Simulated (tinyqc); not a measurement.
Phase shift across the band: Koster-Slater impurity in a tight-binding band, by Green functions and by supercells. Computed by tinyqc, a small Python program. Command: `OMP_NUM_THREADS=1 python tinyqc.py 3026522 3026523 out.jsonl kosterslater walk`. One thread of a shared host (Intel(R) Xeon(R) Processor @ 2.30GHz), about 0.02 s of CPU time with the checks.

One orbital per site, e(k) = -2 t sum cos(k_i) over 1 direction(s), band from -2 t to 2 t, lattice constant 1. One site has the extra energy U. Spin is left out.

Inputs (values chosen for the exercise, for a model band): hopping t = 1.5 eV; impurity potential U = -0.714 eV; broadening eta = 0.15 eV.

Lattice: chain.

Method:
- Outside the band G0(E) = sign(E)/sqrt(E^2 - 4 t^2).
- A bound state solves 1/U = G0(E).
- Bisection in ln(distance from the edge) between 1e-5 t and |U| + t. Weight on the impurity site: -1/(U^2 dG0/dE), by a central difference with step min(1e-4 t, distance/30). Decay length along an axis: 1/arccosh(1 + distance/(2 t)).
- Inside the band G0(z), z = E + i eta, comes from the chain form 1/(sqrt(y - 2t) sqrt(y + 2t)) (principal roots) at y = z.
- delta/pi = -arg(1 - U G0)/pi counts the states added below E (Friedel); host DOS = -Im G0/pi, DOS on the impurity = -Im[G0/(1 - U G0)]/pi; 13 evenly spaced energies from -(band edge + |U| + 2t) to +(band edge + |U| + 2t).

distance from the band edge = 0.0837957 eV

level E_b = -3.08380 eV

Across the spectrum:
```
E (eV)  Re G0 (1/eV)  host DOS (1/eV)  DOS on the impurity (1/eV)  delta/pi
-6.714      -0.16634          0.00148                     0.00190   0.00120
-5.595      -0.21140          0.00253                     0.00351   0.00213
-4.476      -0.29968          0.00579                     0.00938   0.00526
-3.357      -0.62318          0.04242                     0.13377   0.05404
-2.238      -0.04103          0.15725                     0.14742   0.11094
-1.119      -0.00774          0.11411                     0.10821   0.08019
0.000        0.00000          0.10597                     0.10030   0.07428
1.119        0.00774          0.11411                     0.10599   0.07934
2.238        0.04103          0.15725                     0.13282   0.10509
3.357        0.62318          0.04242                     0.02023   0.02093
4.476        0.29968          0.00579                     0.00393   0.00341
5.595        0.21140          0.00253                     0.00191   0.00157
6.714        0.16634          0.00148                     0.00118   0.00094
```

delta/pi starts and ends near zero (+0.001 and +0.001): the impurity moves states but creates none. The level lies only 0.6 eta outside the band, so the broadening smears its step. delta/pi rises at the bound state below the band (-3.084 eV), reaches 0.11 among these rows (1 in the limit of small eta, just above the level) and is paid back by the top of the band (on a chain half a state is lost at each edge, and in between delta = atan(|U|/sqrt(4 t^2 - E^2))).

Extremes, crossings and ranges named in words are read from the listed rows.
